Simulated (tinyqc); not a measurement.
# From Si-Si peak back to degree of relaxation R

Model: composition and strain of an epitaxial Si(1-x)Ge(x) layer from Raman and X-ray peaks. Computed by tinyqc, a small Python program. Command: `OMP_NUM_THREADS=1 python tinyqc.py 3009769 3009770 out.jsonl epiraman inv`. One thread of a shared host (Intel(R) Xeon(R) Processor @ 2.30GHz), about 0.01 s of CPU time with the checks.

A (001) layer, biaxially strained in the plane. The Raman peaks follow empirical lines omega = w0 + c1 x + c3 x^3 + b eps (c3 for Si-Ge alone), with eps the in-plane strain.

Inputs (values chosen for the exercise, modelled on silicon-germanium):
```
quantity                     value      unit
Ge fraction x                 0.25         -
lattice constant of Si       5.431  angstrom
lattice constant of Ge       5.658  angstrom
bowing B                     0.029  angstrom
2 C12/C11 of Si              0.773         -
2 C12/C11 of Ge              0.753         -
Si-Si: w0                    520.7      1/cm
Si-Si: c1                    -64.2      1/cm
Si-Si: strain coefficient b   -687      1/cm
Si-Ge: w0                    400.4      1/cm
Si-Ge: c1                     24.9      1/cm
Si-Ge: c3                    -35.1      1/cm
Si-Ge: strain coefficient b   -606      1/cm
Ge-Ge: w0                    280.4      1/cm
Ge-Ge: c1                     19.3      1/cm
Ge-Ge: strain coefficient b   -450      1/cm
```

Substrate: silicon.

Method:
- Relaxed lattice constant a(x) = a_Si + (a_Ge - a_Si) x - B x (1 - x).
- In-plane constant a_par = a_sub + R (a(x) - a_sub); eps = a_par/a(x) - 1; eps_perp = -(2 C12/C11) eps with 2 C12/C11 linear in x; a_perp = a(x) (1 + eps_perp).
- Insert x and eps in the three lines; the strain part is b eps.

Task: A run gave the result below. Find the degree of relaxation R, known to lie between 0.29 and 0.62.

Si-Si peak = 508.5646 1/cm

Result:

Each step takes the trial c = (a f_b - b f_a)/(f_b - f_a), f being the result less the target and a, b, c the logarithms of the listed values; c replaces end b, the old b replaces a if the sign of f changed, and otherwise f_a is halved.

Scan of the range:
```
degree of relaxation R  Si-Si peak (1/cm)
0.290                             509.215
0.329                             508.965
0.374                             508.675
0.424                             508.354
0.481                             507.987
0.546                             507.569
0.620                             507.093
```

False position (Illinois rule, in the logarithm of the input) inside the bracket:
```
step     end a     end b     trial  Si-Si peak (1/cm)
1     0.374000  0.424000  0.390502            508.569
2     0.424000  0.390502  0.391177            508.565
3     0.424000  0.391177  0.391230            508.564
4     0.391177  0.391230  0.391205            508.565
```

Si-Si peak falls at every point of a 13-point scan of the range (every second point is shown), so one value fits; it is bracketed by 0.374 and 0.424. The scan shows a straight line, so linear interpolation between any two rows gives the answer at once. Answer: degree of relaxation R = 0.3912.
